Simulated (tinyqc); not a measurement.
# Inputs raised by 2 %, one at a time

Model: oxidation of curved silicon (wires and holes): cylindrical Deal-Grove kinetics with stress-retarded reaction. Computed by tinyqc, a small Python program. Command: `OMP_NUM_THREADS=1 python tinyqc.py 3007352 3007353 out.jsonl wireox sens`. One thread of a shared host (Intel(R) Xeon(R) Processor @ 2.30GHz), about 0.02 s of CPU time with the checks.

Silicon fills r > a and oxide b < r < a. One volume of silicon gives 2.25 volumes of oxide, and the length is fixed.

Inputs (values chosen for the exercise, close to those used for silicon in dry oxygen):

| quantity | value | unit |
|---|---|---|
| prefactor B0 | 772 | um^2/h |
| activation energy E_B | 1.24 | eV |
| prefactor (B/A)0 | 5.29e+06 | um/h |
| activation energy E_A | 1.99 | eV |
| starting silicon radius a0 | 26 | nm |
| starting oxide x_i | 2 | nm |
| viscosity prefactor eta0 | 1.2e-08 | Pa s |
| viscosity energy E_eta | 5.4 | eV |
| critical shear stress s_c | 78 | MPa |
| activation volume V_k | 6.5 | angstrom^3 |
| temperature T | 825 | C |
| time t | 0.19 | h |

Shape: hole (concave).

Constants: k_B = 8.617333262e-05 eV/K.

Method:
- B = B0 exp(-E_B/(k_B T)), B/A = (B/A)0 exp(-E_A/(k_B T)), eta = eta0 exp(E_eta/(k_B T)); 1 um = 1000 nm.
- Temperatures in kelvin are T(C) + 273.15.
- Geometry: b^2 = b0^2 - 1.25 (a^2 - a0^2), b0 = a0 - x_i.
- Rate of oxide made per interface area: q = 1/[1/k + 2 a |ln(b/a)|/B], and |da/dt| = q/2.25. Reaction k = (B/A) exp(-sigma V_k/(k_B T)). New oxide pushes the old with radial speed u = 1.25 |da/dt| at r = a; the shear stress at radius r is s_c asinh(z a^2/r^2), z = 2 eta u/(a s_c) (Eyring flow), and the compressive normal stress at the interface is sigma = |int_a^b 2 s/r dr| = s_c |F(z) - F(z a^2/b^2)|, F(y) = int_0^y asinh(w)/w dw. q and sigma are solved together. 1 MPa angstrom^3 = 6.241509e-6 eV.
- Integrate da/dt adaptively (tolerance 1e-8); a wire counts as consumed at a = 0.5 nm and a hole as closed at b = 0.5 nm. Planar reference: x^2 + A x = B t + x_i^2 + A x_i, A = B/(B/A).

Runs:

| input moved | from | to | oxide thickness (nm) | silicon radius a (nm) | normal stress at time t (MPa) | ratio to the planar thickness |
|---|---|---|---|---|---|---|
| base run | - | - | 2.7188 | 26.303 | 193.46 | 0.99524 |
| prefactor B0 (um^2/h) | 772 | 787.44 | 2.7189 | 26.303 | 193.48 | 0.99523 |
| starting silicon radius a0 (nm) | 26 | 26.52 | 2.7191 | 26.823 | 189.19 | 0.99536 |
| viscosity prefactor eta0 (Pa s) | 1.2e-08 | 1.224e-08 | 2.7187 | 26.303 | 193.79 | 0.99520 |
| critical shear stress s_c (MPa) | 78 | 79.56 | 2.7178 | 26.302 | 196.89 | 0.99490 |
| activation volume V_k (angstrom^3) | 6.5 | 6.63 | 2.7177 | 26.302 | 193.36 | 0.99487 |
| time t (h) | 0.19 | 0.1938 | 2.7331 | 26.309 | 194.49 | 0.99515 |

Exponents ln(y'/y) / ln(x'/x):

| input | oxide thickness | silicon radius a | normal stress at time t | ratio to the planar thickness |
|---|---|---|---|---|
| prefactor B0 | 0.003 | 0.000 | 0.004 | 0.000 |
| starting silicon radius a0 | 0.006 | 0.990 | -1.127 | 0.006 |
| viscosity prefactor eta0 | -0.002 | 0.000 | 0.086 | -0.002 |
| critical shear stress s_c | -0.017 | -0.001 | 0.888 | -0.017 |
| activation volume V_k | -0.019 | -0.001 | -0.026 | -0.019 |
| time t | 0.265 | 0.011 | 0.267 | -0.004 |

Among the inputs moved here: oxide thickness answers most in size to time t (exponent +0.265), next to activation volume V_k (-0.019). Silicon radius a answers most in size to starting silicon radius a0 (exponent +0.990), next to time t (+0.011); its exponent is below 0.0005 for prefactor B0, viscosity prefactor eta0. Normal stress at time t answers most in size to starting silicon radius a0 (exponent -1.127), next to critical shear stress s_c (+0.888). Ratio to the planar thickness answers most in size to activation volume V_k (exponent -0.019), next to critical shear stress s_c (-0.017); its exponent is below 0.0005 for prefactor B0.

Caution (all rows): planar dry oxides this thin grow faster than Deal-Grove predicts. Caution (all rows): the oxide is taken as a purely viscous fluid in steady flow; elasticity, stress-dependent diffusion and thin-oxide enhancement are left out.
